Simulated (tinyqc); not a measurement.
Frequency dispersion of an accumulation capacitance by border traps, distributed model: one step of the calculation.

Traps spread evenly through the insulator exchange electrons with the semiconductor by tunnelling, with tau(x) = t0 exp(2 ka x) at depth x from the interface. The admittance per area Y seen at depth x obeys dY/dx = -Y^2/(i w eps0 eox) + q Nb ln(1 + i w tau)/tau, with Y(0) = i w Cs and w = 2 pi f; the gate sees Y(tox) = G + i w C. Working variable y = Y/(i w), in uF/cm^2. Cox = eps0 eox/tox.

Question. Capacitance and conductance at the gate. Beyond xe the traps are ignored, so 1/y(tox) = 1/y(xe) + (tox - xe)/(eps0 eox); C = Re y, G/w = -Im y, loss tangent G/(w C).

Inputs (values chosen for the exercise); permittivity close to that of hafnium oxide: relative permittivity of the insulator eox = 18.9; insulator thickness tox = 9 nm; depth down to which the steps are taken xe = 0.94 nm.

Constants: eps0 = 8.8541878128e-14 F/cm where lengths are in cm. Results are converted to the units shown.

y at xe = 4.1781351-0.1558787i uF/cm^2

Wanted: y at the gate; C; G/w; loss tangent.

Answer.

y at the gate = 1.387-0.017i uF/cm^2
C = 1.387 uF/cm^2
G/w = 0.01717 uF/cm^2
loss tangent = 0.01237

Program tinyqc, `OMP_NUM_THREADS=1 python tinyqc.py 2202101 2202102 out.jsonl`; Intel Xeon 2.30GHz, shared host, one thread, about 0.5 s.
